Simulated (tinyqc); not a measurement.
Susceptibility above T_c: two-sublattice mean-field magnet: ferrimagnet, compensation points and susceptibility. Computed by tinyqc, a small Python program. Command: `OMP_NUM_THREADS=1 python tinyqc.py 3001077 3001078 out.jsonl ferri walk`. One thread of a shared host (Intel(R) Xeon(R) Processor @ 2.30GHz), about 0.01 s of CPU time with the checks.

A random alloy A(1-x)B(x) with H = -sum over pairs J S_i.S_j. a = <S_A> and b = <S_B> are taken along z, a > 0. Exchange fields: h_A = (1 - x) zJ_AA a + x zJ_AB b, h_B = (1 - x) zJ_AB a + x zJ_BB b; a = S_A B_(S_A)(S_A h_A/(k_B T)) and likewise for b, with the Brillouin function B_S(y) = [(2S + 1)/(2S)] coth[(2S + 1) y/(2S)] - [1/(2S)] coth[y/(2S)].

Inputs (values chosen for the exercise, for a model ferrimagnet):
```
quantity               value  unit
spin S_A                   2     -
spin S_B                 3.5     -
g factor g_A             2.2     -
g factor g_B               2     -
fraction x of B sites   0.23     -
z J_AA                  17.3   meV
z J_BB                   1.1   meV
z J_AB                  -4.9   meV
T over T_c              0.66     -
```

Constants: k_B = 8.617333262e-05 eV/K.

Method. Linearised, T (a, b) = M (a, b) with M_ij = S_i (S_i + 1) c_j zJ_ij/(3 k_B), c_A = 1 - x, c_B = x. T_c is the larger eigenvalue, and its eigenvector gives b/a at onset, (T_c - M_AA)/M_AB. With a field B, T (a, b) = M (a, b) + (mu_B B/(3 k_B)) (g_A S_A (S_A + 1), g_B S_B (S_B + 1)). chi = m/B per site; C = mu_B [(1 - x) g_A^2 S_A (S_A + 1) + x g_B^2 S_B (S_B + 1)]/(3 k_B); the table gives C/chi, which tends to T - theta.

T_c = 328.379 K

M (K):
```
          A        B
A   309.168  -26.157
B  -229.865   15.414
```

Inverse susceptibility:
```
T (K)   C/chi (K)  T - C/chi (K)
334.9        17.3         317.60
361.2        77.6         283.66
410.5       166.9         243.60
492.6       285.1         207.51
656.8       481.9         174.82
985.1       834.3         150.82
1641.9     1506.1         135.76
3283.8     3157.6         126.24
```

T - C/chi sinks from 318 K just above T_c to 126 K at 10 T_c, on its way to the asymptotic theta. The curve of 1/chi is a hyperbola that bends down to zero at T_c = 328 K, so a Curie-Weiss line fitted at high T misses T_c.
